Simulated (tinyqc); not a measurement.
# Effect of the position of a charge sheet

One sheet of 3.5e11 cm^-2 lies at the depth x from the gate; it shifts Vfb by -(q/eps0) Q s, with s = x/e2 in layer 2 and t2/e2 + (x - t2)/e1 in layer 1, and it induces the share s/(t1/e1 + t2/e2) of its image in the semiconductor.

Inputs (values chosen for the exercise): thickness of layer 1, next to the semiconductor t1 = 0.5 nm; relative permittivity of layer 1 e1 = 3.93; thickness of layer 2, next to the gate t2 = 1.8 nm; relative permittivity of layer 2 e2 = 21.4.

Constants: q = 1.602176634e-19 C, eps0 = 8.8541878128e-14 F/cm where lengths are in cm. Results are converted to the units shown.

Effect of the position of a charge sheet:

| x (nm) | shift (mV) | image in the semiconductor (%) |
|---|---|---|
| 0 | 0 | 0 |
| 0.29 | -0.8583 | 6.412 |
| 0.57 | -1.687 | 12.60 |
| 0.86 | -2.545 | 19.02 |
| 1.15 | -3.403 | 25.43 |
| 1.44 | -4.262 | 31.84 |
| 1.72 | -5.090 | 38.03 |
| 2.01 | -8.711 | 65.08 |
| 2.3 | -13.38 | 100.0 |

The shift grows from 0 at the gate to -13.4 mV at the semiconductor, by -2.96 mV/nm in layer 2 and -16.1 mV/nm in layer 1, the ratio of the permittivities. A sheet between the layers has 39.8 % of its full effect.

Numbers from tinyqc (`OMP_NUM_THREADS=1 python tinyqc.py 2010038 2010039 out.jsonl`; about 0.01 s on one thread of a shared Intel Xeon 2.30GHz).
